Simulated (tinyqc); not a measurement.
# Frequency dispersion of an accumulation capacitance by border traps, distributed model: what changes with what

Traps spread evenly through the insulator exchange electrons with the semiconductor by tunnelling, with tau(x) = t0 exp(2 ka x) at depth x from the interface. The admittance per area Y seen at depth x obeys dY/dx = -Y^2/(i w eps0 eox) + q Nb ln(1 + i w tau)/tau, with Y(0) = i w Cs and w = 2 pi f; the gate sees Y(tox) = G + i w C. Working variable y = Y/(i w), in uF/cm^2. Cox = eps0 eox/tox.

Parameters, values chosen for the exercise; permittivity close to that of aluminium oxide: relative permittivity of the insulator eox = 8.62; insulator thickness tox = 4.7 nm; semiconductor capacitance in accumulation Cs = 1.1 uF/cm^2; density of border traps Nb = 9.3e19 cm^-3 eV^-1; decay constant of the wave function in the insulator ka = 3 1/nm; time constant of a trap at the interface t0 = 5e-9 s; frequency f = 1e6 Hz.

Constants: q = 1.602176634e-19 C, eps0 = 8.8541878128e-14 F/cm where lengths are in cm. Results are converted to the units shown.

Each table varies one quantity; the others keep the values above.

## Capacitance and loss against frequency

Cox; trap-free value 1/(1/Cox + 1/Cs); response depth d = ln(1/(w t0))/(2 ka), where w tau = 1; lumped estimate: all traps within d act as C_bt = q Nb d placed at d/2, so C = 1/{1/[1/(1/Cs + d/(2 eps0 eox)) + C_bt] + (tox - d/2)/(eps0 eox)}. C and G from a fine integration; dispersion -d C/d log10 f over C, from f times and over 1.1. For a broad spread of time constants G/w is close to -(pi/2) dC/d ln w.

The same in every row: trap-free C (uF/cm^2) = 0.6558.

Result of one run:
```
f (Hz)	d (nm)	C (uF/cm^2)	G/w (uF/cm^2)	dispersion (% a decade)	-(pi/2) dC/d ln w (uF/cm^2)	lumped C (uF/cm^2)
1000	1.728	1.389	0.09637	10.10	0.09570	1.275
```

What becomes of these results when the frequency f is changed from 1000 to 1e5 Hz, all else the same?

Result of the changed run:
```
f (Hz)	d (nm)	C (uF/cm^2)	G/w (uF/cm^2)	dispersion (% a decade)	-(pi/2) dC/d ln w (uF/cm^2)	lumped C (uF/cm^2)
1e5	0.9605	1.121	0.09064	11.74	0.08983	1.042
```

The whole series:
```
f (Hz)	d (nm)	C (uF/cm^2)	G/w (uF/cm^2)	dispersion (% a decade)	-(pi/2) dC/d ln w (uF/cm^2)	lumped C (uF/cm^2)
10	2.496	1.699	0.1201	10.28	0.1192	1.498
100	2.112	1.536	0.1058	10.03	0.1051	1.386
1000	1.728	1.389	0.09637	10.10	0.09570	1.275
10000	1.344	1.253	0.09126	10.59	0.09057	1.162
1e5	0.9605	1.121	0.09064	11.74	0.08983	1.042
1e6	0.5767	0.9870	0.09516	14.07	0.09473	0.9090
1e7	0.1930	0.8394	0.1006	18.83	0.1078	0.7509
```

C falls from 1.699 to 0.8394 uF/cm^2, towards the trap-free 0.6558; each decade of frequency removes ln 10/(2 ka) = 0.384 nm from the response depth. The dispersion goes from 10.3 through a minimum of 10.0 (at f = 100 Hz among the rows listed) to 18.8 % a decade and G/w goes from 0.120 through a minimum of 0.0906 (at f = 1e5 Hz among the rows listed) to 0.101 uF/cm^2. G/w lies between 0.933 and 1.01 times -(pi/2) dC/d ln w, the relation for a broad spread of time constants.

## Effect of the decay constant of the wave function in the insulator

Same model as above.

The same in every row: trap-free C (uF/cm^2) = 0.6558.

Results:
```
ka (1/nm)	d (nm)	C (uF/cm^2)	G/w (uF/cm^2)	dispersion (% a decade)	-(pi/2) dC/d ln w (uF/cm^2)	lumped C (uF/cm^2)
2.5	0.6921	1.045	0.1111	15.45	0.1102	0.9510
3.9	0.4436	0.9180	0.07684	12.27	0.07682	0.8578
4.6	0.3761	0.8819	0.06727	11.20	0.06739	0.8305
5.3	0.3265	0.8547	0.05998	10.32	0.06018	0.8097
6	0.2884	0.8335	0.05420	9.576	0.05445	0.7934
6.7	0.2582	0.8163	0.04948	8.933	0.04975	0.7803
7.4	0.2338	0.8023	0.04555	8.373	0.04582	0.7694
```

Estimate the missing row, ka = 3.2 1/nm.

Computed row:
```
ka (1/nm)	d (nm)	C (uF/cm^2)	G/w (uF/cm^2)	dispersion (% a decade)	-(pi/2) dC/d ln w (uF/cm^2)	lumped C (uF/cm^2)
3.2	0.5407	0.9685	0.09023	13.61	0.08992	0.8955
```

With this row back in the table: As ka goes from 2.5 to 7.4, C falls from 1.05 to 0.802 uF/cm^2, the dispersion falls from 15.5 to 8.37 % a decade and G/w falls from 0.111 to 0.0455 uF/cm^2. The lumped estimate is 9.0 % below C in the first row and 4.1 % below it in the last.

Computed by the program tinyqc: `OMP_NUM_THREADS=1 python tinyqc.py 2202199 2202200 out.jsonl`, one thread of a shared Intel Xeon 2.30GHz, about 0.4 s for the whole run.
